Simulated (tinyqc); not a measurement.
Worked calculation: Wannier function of the lower band of a two-orbital chain. Values are carried at full precision from step to step, so a last printed digit may differ when a step is redone from the rounded ones.

H(k) = [[-d/2 - 2 ta cos k, -t1 - t2 exp(-ik)], [-t1 - t2 exp(ik), d/2 - 2 tb cos k]], k in 1/a, Bloch sums with exp(ikR) and without the positions inside the cell. Mesh k_j = 2 pi j/N. Projection gauge: each lower eigenvector u is multiplied by the phase that makes <trial|u> real and positive (the one-band case of Loewdin orthogonalisation). Wannier amplitudes w(R) = (1/N) sum_k exp(ikR) u(k); hoppings H(R) = (1/N) sum_k exp(-ikR) E(k).

Parameters, chosen for this exercise:
- d = 0.53 eV (A at -d/2, B at +d/2)
- t1 = 2.09 eV (A-B in the cell)
- t2 = 0.73 eV (B to A of the next cell)
- ta = 0.15 eV (A-A between cells)
- tb = -0.04 eV (B-B between cells)
- N = 6 (k points)
- th = 45 degrees (trial orbital cos(th) A + sin(th) B in cell 0)
- xb = 0.67 a (position of B (A at 0))
- a = 4 angstrom (period)
- kq = 2.66 1/a (point off the mesh)

## Bloch states in the projection gauge

Diagonalise at each mesh point and fix the phase.

Mesh:
```
j  E lower (eV)  E upper (eV)               u_A               u_B  |<trial|u>|
0       -2.9665        2.7465           0.76134           0.64835       0.9968
1       -2.6155        2.5055  0.75001-0.08821i  0.64955+0.08821i       0.9896
2       -1.7900        1.9000  0.72863-0.12316i  0.66239+0.12316i       0.9836
3       -1.2521        1.4721           0.72631           0.68736       0.9996
4       -1.7900        1.9000  0.72863+0.12316i  0.66239-0.12316i       0.9836
5       -2.6155        2.5055  0.75001+0.08821i  0.64955-0.08821i       0.9896
```

The projection is smallest at j = 2 and 4 (0.9836); the gauge is smooth as long as it stays away from zero.

## The Wannier function

w(R) = (1/N) sum_j exp(2 pi i j R/N) u_j, for the N cells nearest the origin; it is real.

Amplitudes:
```
R      on A     on B
-2   0.0116  -0.0061
-1  -0.0516   0.0524
0    0.7408   0.6599
1    0.0704  -0.0697
2   -0.0086   0.0141
3   -0.0013  -0.0022
```

norm = 1.0000

Cell 0 holds 98.4 % of the weight.

## Centre and spread in real space

Point-like orbitals at R (A) and R + xb (B): centre <x>, spread <x^2> - <x>^2.

centre in units of a = 0.302
centre in angstrom = 1.207
spread = 2.053 angstrom^2

## The same from overlaps (Marzari-Vanderbilt)

b = 2 pi/N; M_j = u_j^+ diag(1, exp(-i b xb)) u_(j+1), with u_N = u_0. Centre = -(1/2 pi) sum arg M_j; gauge-invariant part Omega_I = (1/(N b^2)) sum (1 - |M_j|^2); gauge-dependent part Omega_D = (1/(N b^2)) sum (arg M_j + b centre)^2.

Overlaps:
```
j   |M_j|  arg M_j (rad)
0  0.9754        -0.3076
1  0.9553        -0.3154
2  0.8652        -0.3162
3  0.8652        -0.3162
4  0.9553        -0.3154
5  0.9754        -0.3076
```

centre from overlaps = 0.299 a
Omega_I = 0.1177 a^2
Omega_D = 0.0000 a^2

The centre is the Berry phase over 2 pi and does not depend on the trial orbital (modulo a). Omega_D is 0.0 % of the total; in one dimension a gauge that spreads the phase evenly removes it. The total is 0.1178 a^2, against 0.1289 a^2 (centre 0.302 a) in real space on 96 cells.

## Hoppings and interpolation

H(R) = (1/N) sum_j E_j cos(2 pi j R/N) for R = 0 to N/2. Interpolation: E(k) = H(0) + 2 sum H(R) cos(kR), the term R = N/2 of an even mesh counted once.

H(0), H(1), ... (eV): -2.1716  -0.4233  0.0312  -0.0106

interpolated E(kq) = -1.3844 eV

The exact value is -1.3878 eV; the interpolation is off by +3.4 meV. Though the chain has short hoppings, the single band has longer ones, made by paths through the other orbital, which the tails of the Wannier function carry.

## Checks

- Centre from overlaps against the real-space centre on 200 points: both 0.3017.
- Omega_I + Omega_D against the real-space spread on 200 points: both 0.129.

Run: tinyqc, `OMP_NUM_THREADS=1 python tinyqc.py 1452579 1452580 out.jsonl`; Intel(R) Xeon(R) Processor @ 2.30GHz, one thread, shared host; about 0.1 s of CPU time with all checks.
